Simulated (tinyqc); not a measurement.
Energies of the polytypes: polytypes and stacking faults of a tetrahedral semiconductor in an axial Ising model with couplings up to third neighbours. Computed by tinyqc, a small Python program. Command: `OMP_NUM_THREADS=1 python tinyqc.py 3009489 3009490 out.jsonl polytype walk`. One thread of a shared host (Intel(R) Xeon(R) Processor @ 2.30GHz), about 0.01 s of CPU time with the checks.

Each double layer has s = +1 or -1 for the sense of its stacking step; E per pair of atoms = E0 - sum_n J_n <s_i s_(i+n)>, n = 1, 2, 3. Hexagonality h = (1 - <s_i s_(i+1)>)/2.

Inputs (values chosen for the exercise, of the order of those of SiC for J, a, G and the gaps):
```
quantity   value      unit
J1          2.05  meV/pair
J2         -3.92  meV/pair
J3         -0.18  meV/pair
gap of 3C   2.39        eV
gap of 4H   3.26        eV
```

Method. E - E(3C) = sum_n J_n (1 - C_n), C_n = <s_i s_(i+n)>. The gap is taken linear in h between 3C (h = 0) and 4H (h = 1/2), a rough rule, with a dash beyond.

correlations of the repeat units 3C (+), 2H (+-), 4H (++--), 6H (+++---), 15R (+++--), 8H (++++----), 21R (++++---), 9R (++-):
```
        n = 1     n = 2     n = 3
3C    1.00000   1.00000   1.00000
2H   -1.00000   1.00000  -1.00000
4H    0.00000  -1.00000   0.00000
6H    0.33333  -0.33333  -1.00000
15R   0.20000  -0.60000  -0.60000
8H    0.50000   0.00000  -0.50000
21R   0.42857  -0.14286  -0.71429
9R   -0.33333  -0.33333   1.00000
```

Polytypes:
```
polytype       h  E - E(3C) (meV/pair)  gap by the linear rule (eV)
3C        0.0000                0.0000                       2.3900
2H        1.0000                3.7400                            -
4H        0.5000               -5.9700                       3.2600
6H        0.3333               -4.2200                       2.9700
15R       0.4000               -4.9200                       3.0860
8H        0.2500               -3.1650                       2.8250
21R       0.2857               -3.6171                       2.8871
9R        0.6667               -2.4933                            -
```

E(2H) - E(3C) = 3.74 meV/pair

E(4H) - E(3C) = -5.97 meV/pair

E(6H) - E(3C) = -4.22 meV/pair

What does the comparison show, and why?

The lowest is 4H, 1.050 meV/pair below 15R. J1/|J2| = 0.52: for J3 = 0 and J2 < 0 the ground state is 2H below -2, 4H between -2 and 2, and 3C above 2; at 2 itself all periods with bands of two or more layers are degenerate.

Extremes, crossings and ranges named in words are read from the listed rows.
